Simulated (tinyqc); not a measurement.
Conductance of a narrow metal strip with scatterers (square lattice, Green functions): sweeps and comparisons. A value that a table varies takes the place of the one given here.

A strip of W sites across with hard walls, site energy 0 and hopping -t. Mode n = 1 to W has profile chi_n(j) = sqrt(2/(W + 1)) sin(n j pi/(W + 1)) and energy en = -2t cos(n pi/(W + 1)); E = en - 2t cos(kn a). With z_n = exp(i kn a) (Im k > 0 for closed modes, |z| < 1) each lead gives the self-energy -t z_n in mode n. One column carries the site energies v, here one foreign atom. In the mode basis V_nm = sum_j chi_n(j) v_j chi_m(j), G = (E - en + 2 t z_n - V)^-1, and t_nm = 2t sqrt(sin(kn a) sin(km a)) G_nm in size for open modes. T = sum |t_nm|^2, conductance (2e^2/h) T.

Constants: e^2/h = 3.874045865e-05 S.

Values chosen for the exercise (hopping and spacing of the size met in Cu or Al; the lattice is a model; the results hold for these values, not for the real material):
```
symbol  value           unit      meaning
t       1               eV        hopping
W       4                         sites across
v       (0, 3.2, 0, 0)  eV        site energies in the scattering column
a       2.71            angstrom  spacing
E       -2.43           eV        Fermi energy
```

## Conductance steps with and without the scatterer

E is varied across the lower half of the band.

Against energy:
```
E/t    E (eV)  open modes       T  reflected
-3.30  -3.300           1  0.7005     0.2995
-2.95  -2.950           1  0.8433     0.1567
-2.65  -2.650           1  0.9415     0.0585
-2.30  -2.300           2  1.6965     0.3035
-1.95  -1.950           2  1.7806     0.2194
-1.65  -1.650           2  1.8318     0.1682
-1.30  -1.300           3  2.4819     0.5181
-0.95  -0.950           3  2.6743     0.3257
-0.65  -0.650           3  2.7605     0.2395
-0.30  -0.300           4  3.0848     0.9152
0.05    0.050           4  3.1431     0.8569
```

The clean strip goes from 1 to 4 open modes. The reflected flux ranges from 0.059 (E/t = -2.65) to 0.915 (E/t = -0.3). A scatterer on one site acts on one combination of modes only, so it can reflect at most one unit.

## The same scatterer in wider strips

Width (W + 1) a; the strength is the entry of v largest in size. The foreign atom sits at site W/2 + 1, rounded down. Added resistance (1/T - 1/M)/(2 e^2/h), M the number of open modes.

Against width:
```
W   width (angstrom)  M       T     T/M  added resistance (ohm)
3               10.8  1  0.7195  0.7195                  5031.8
4               13.6  2  1.6340  0.8170                  1445.4
5               16.3  2  1.9294  0.9647                   236.1
6               19.0  3  2.2308  0.7436                  1483.5
8               24.4  3  2.8721  0.9574                   191.5
10              29.8  4  3.8749  0.9687                   104.2
14              40.6  6  5.8068  0.9678                    71.6
20              56.9  9  8.5497  0.9500                    75.5
```

The added resistance is 5032 ohm at W = 3 and 75.5 at W = 20; from W = 10 to 20 it changes by a factor 0.72, where 1/M gives 0.44 and 1/M^2 gives 0.20. A point scatterer removes at most one unit of M (here 0.07 to 0.77), so its resistance is at most 1/(M (M - 1)) in units of h/2e^2, without bound for M = 1, with jumps where modes open or where the site sits near a node of the open modes; the largest value is at W = 3 (5032 ohm).

## What each change does

Open modes M, T and the added resistance (1/T - 1/M)/(2 e^2/h). Each row changes one parameter from the base and keeps the others.

Results:
```
case                    M       T  added resistance (ohm)
base                    2  1.6340                    1445
t = 1.04 eV             2  1.6934                    1169
E = -2.35 eV            2  1.6767                    1245
v = (0, 4.16, 0, 0) eV  2  1.5549                    1847
```

The largest shifts from the base row, up to three for each result and ties (the steps differ in size, so this ranks the rows, not the parameters). M: unchanged at the printed digits by t, E and v. T: v -0.0791, t +0.0593, E +0.0426. added resistance (ohm): v +402, t -277, E -201.

(tinyqc, `OMP_NUM_THREADS=1 python tinyqc.py 1451119 1451120 out.jsonl`, Intel(R) Xeon(R) Processor @ 2.30GHz, 1 thread, shared host, about 0.01 s.)
